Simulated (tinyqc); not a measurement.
# Time-domain thermoreflectance: layered heat flow under a modulated pulse train, and what the signal ratio measures, step by step

A worked calculation. Computed by tinyqc, a small Python program that keeps every step. Command: `OMP_NUM_THREADS=1 python tinyqc.py 3114041 3114042 out.jsonl tdtr walk`. One thread of a shared host (Intel(R) Xeon(R) Processor @ 2.30GHz), about 0.2 s of CPU time with the checks. Intermediate numbers are printed to about 6 digits and carried at full precision; extremes and crossings named in words are read from the listed rows.

Pulses repeat at 80 MHz; heat is laid down at the surface, all layers are isotropic, and the film is in perfect contact with the substrate.

Inputs (values chosen for the exercise, modelled on aluminium on GaN):

| quantity | value | unit |
|---|---|---|
| metal thickness d | 72 | nm |
| metal conductivity | 150 | W/(m K) |
| metal heat capacity | 2.42 | MJ/(m^3 K) |
| boundary conductance G under the metal | 39 | MW/(m^2 K) |
| film thickness | 220 | nm |
| film conductivity | 4.1 | W/(m K) |
| film heat capacity | 2.9 | MJ/(m^3 K) |
| substrate conductivity kappa | 167 | W/(m K) |
| substrate heat capacity C | 2.58 | MJ/(m^3 K) |
| modulation frequency f | 12 | MHz |
| spot radius w (1/e^2, pump and probe) | 3.7 | micrometre |
| delay t | 3500 | ps |

Stack: metal, film, substrate.

## Length and time scales

Penetration depth sqrt(kappa/(pi f C)); effusivity sqrt(kappa C); cooling time of the metal d C_m/G; Kapitza length kappa/G.

penetration depth = 1.31034 micrometre

effusivity = 20757.2 W s^(1/2)/(m^2 K)

cooling time of the metal = 4467.69 ps

Kapitza length = 4282.05 nm

depth over spot radius = 0.354145

The penetration depth is not small against the spot, so radial spreading in the substrate matters at f.

## Impedance at k = 0 and the modulation frequency

For radial wave number k and angular frequency W each layer has u = sqrt(4 pi^2 k^2 + i W C/kappa) and gamma = kappa u. Surface impedance from below: Z = 1/gamma for the substrate; a layer of thickness L maps Z to (Z + tanh(u L)/gamma)/(1 + gamma Z tanh(u L)); a boundary adds 1/G. Take k = 0 and W = 2 pi f.

Z of the substrate = 3.92316-3.92316i m^2 K/GW

Z at the surface = 24.9867-31.2662i m^2 K/GW

## Response at the modulation frequency

Response per absorbed watt H(W) = 2 pi int_0^(2/w) Z(k, W) exp(-pi^2 k^2 w^2) k dk by 20 Gauss-Legendre points.

H(2 pi f) = 0.589247-0.628504i K/mW

phase of H(2 pi f) = -46.8465 degrees

## Signal at one delay

Signal: X + iY = sum_(m = -M..M) H(2 pi (f + m f_r)) exp(i 2 pi m f_r t) exp(-pi (m/M)^2 x 4), f_r = 80 MHz, M = 4000, with H(-W) the complex conjugate of H(W); V_in = X, V_out = Y, ratio = -V_in/V_out.

V_in = 0.829251 K/mW

V_out = -0.678072 K/mW

ratio -V_in/V_out = 1.22295

## Ratio and sensitivities against delay

Sensitivity S = ln(ratio'/ratio)/ln(1.01) for a rise of one input by 1 %.

Ratio and sensitivities:

| t (ps) | ratio | S to kappa | S to G | S to d | S to C | S to w | S to film conductivity |
|---|---|---|---|---|---|---|---|
| 100 | 3.08814 | -0.00706059 | 0.243273 | -0.868728 | -0.00160774 | -0.319493 | 0.383645 |
| 200 | 2.96569 | -0.00678282 | 0.221840 | -0.836485 | -0.00141439 | -0.311499 | 0.378337 |
| 400 | 2.74986 | -0.00627262 | 0.185894 | -0.778732 | -0.00105203 | -0.297192 | 0.368383 |
| 800 | 2.40046 | -0.00538081 | 0.131225 | -0.685536 | -0.00039059 | -0.273890 | 0.351779 |
| 1500 | 1.95521 | -0.00406435 | 0.066834 | -0.568834 | 0.00066428 | -0.244863 | 0.331883 |
| 2500 | 1.52383 | -0.00241138 | 0.010129 | -0.461294 | 0.00213108 | -0.219395 | 0.318266 |
| 4000 | 1.10253 | 0.00010866 | -0.039376 | -0.369570 | 0.00460431 | -0.202014 | 0.321539 |

The largest sensitivity in size at 100 ps is to d (-0.87). The substrate conductivity is hardly felt at 400 ps.

Checks made by the program: steady rise of a bare substrate, 1/(2 sqrt(pi) w kappa), from the same quadrature (relative difference below 1e-10).
